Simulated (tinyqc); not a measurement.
The methods across T_c: square-lattice Ising model by mean field, Bethe lattice, transfer matrix, exact enumeration and Monte Carlo steps. Computed by tinyqc, a small Python program. Command: `OMP_NUM_THREADS=1 python tinyqc.py 3012434 3012435 out.jsonl ising walk`. One thread of a shared host (Intel(R) Xeon(R) Processor @ 2.30GHz), about 0.07 s of CPU time with the checks.

H = -J sum over nearest pairs s_i s_j, s = +-1, no field, periodic boundaries; energies per site are in J. As a lattice gas or an alloy, s marks which species holds the site.

Inputs (values chosen for the exercise, for a model lattice): coupling J = 7.4 meV; factor on the grid 1.5, 1.85, 2.1, 2.45, 2.65, 3.1, 3.6, 4.4 of k_B T/J = 1.04.

Enumerated cell: 4 x 4.

Constants: k_B = 8.617333262e-05 eV/K.

Method:
- K = J/(k_B T). Mean field: m = tanh(4 K m), u = -2 m^2. Bethe: cavity field h = 3 artanh(tanh K tanh h), m = tanh(4h/3), u = -2 (tanh K + tanh^2 h)/(1 + tanh K tanh^2 h). Exact: m = [1 - sinh(2K)^(-4)]^(1/8) below T_c; u = -coth(2K) [1 + (2/pi)(2 tanh^2(2K) - 1) K1(k)], k = 2 sinh(2K)/cosh^2(2K), K1 the complete elliptic integral of the first kind. The largest root is taken.
- Weights count x exp(-K E); N = 16; u = <E>/N, c = K^2 (<E^2> - <E>^2)/N in k_B, Binder U = 1 - <M^4>/(3 <M^2>^2).
- The grid values of k_B T/J times the given factor are rounded to 3 figures before use.

States of the 4 x 4 cell:

| E (J) | \|M\| | count |
|---|---|---|
| -32 | 16 | 2 |
| -24 | 14 | 32 |
| -20 | 12 | 64 |
| -16 | 0 | 8 |
| -16 | 8 | 48 |
| -16 | 10 | 192 |
| -16 | 12 | 176 |
| -12 | 2 | 128 |
| -12 | 4 | 192 |
| -12 | 6 | 384 |
| -12 | 8 | 512 |
| -12 | 10 | 512 |
| -8 | 0 | 768 |
| -8 | 2 | 1248 |
| -8 | 4 | 1408 |
| -8 | 6 | 1376 |
| -8 | 8 | 1472 |
| -8 | 10 | 416 |
| -4 | 0 | 1600 |
| -4 | 2 | 3840 |
| -4 | 4 | 3648 |
| -4 | 6 | 3328 |
| -4 | 8 | 1152 |
| 0 | 0 | 4356 |
| 0 | 2 | 7360 |
| 0 | 4 | 5856 |
| 0 | 6 | 2496 |
| 0 | 8 | 456 |
| 4 | 0 | 3264 |
| 4 | 2 | 6272 |
| 4 | 4 | 3136 |
| 4 | 6 | 896 |
| 8 | 0 | 2112 |
| 8 | 2 | 2784 |
| 8 | 4 | 1536 |
| 8 | 6 | 256 |
| 12 | 0 | 576 |
| 12 | 2 | 1024 |
| 12 | 4 | 128 |
| 16 | 0 | 120 |
| 16 | 2 | 192 |
| 16 | 4 | 112 |
| 20 | 0 | 64 |
| 24 | 2 | 32 |
| 32 | 0 | 2 |

Order and energy:

| k_B T/J | T (K) | m mean field | m Bethe | m exact | <\|m\|> cell | u Bethe | u exact | u cell | U cell |
|---|---|---|---|---|---|---|---|---|---|
| 1.56 | 133.96 | 0.98744 | 0.98330 | 0.98265 | 0.98218 | -1.9393 | -1.9382 | -1.9375 | 0.66304 |
| 1.92 | 164.88 | 0.96472 | 0.94342 | 0.93372 | 0.93585 | -1.8113 | -1.7980 | -1.8010 | 0.65021 |
| 2.18 | 187.20 | 0.93799 | 0.88319 | 0.80844 | 0.87153 | -1.6436 | -1.5734 | -1.6336 | 0.62805 |
| 2.55 | 218.98 | 0.88160 | 0.69987 | 0.00000 | 0.74703 | -1.2481 | -1.0652 | -1.3387 | 0.57253 |
| 2.76 | 237.01 | 0.83804 | 0.46569 | 0.00000 | 0.67475 | -0.9142 | -0.9293 | -1.1770 | 0.53125 |
| 3.22 | 276.51 | 0.70312 | 0.00000 | 0.00000 | 0.54516 | -0.6019 | -0.7387 | -0.8969 | 0.43460 |
| 3.74 | 321.17 | 0.42998 | 0.00000 | 0.00000 | 0.45060 | -0.5224 | -0.6060 | -0.6954 | 0.34041 |
| 4.58 | 393.30 | 0.00000 | 0.00000 | 0.00000 | 0.36755 | -0.4299 | -0.4739 | -0.5134 | 0.24002 |

At k_B T/J = 1.56 all values of m agree within 0.006. At 2.55 the exact m is 0 while Bethe gives 0.70, mean field 0.88 and the cell 0.75: neglect of fluctuations raises T_c, and a finite cell rounds the transition. U falls from 0.663 (2/3 when ordered) to 0.240 (0 for a large disordered system).
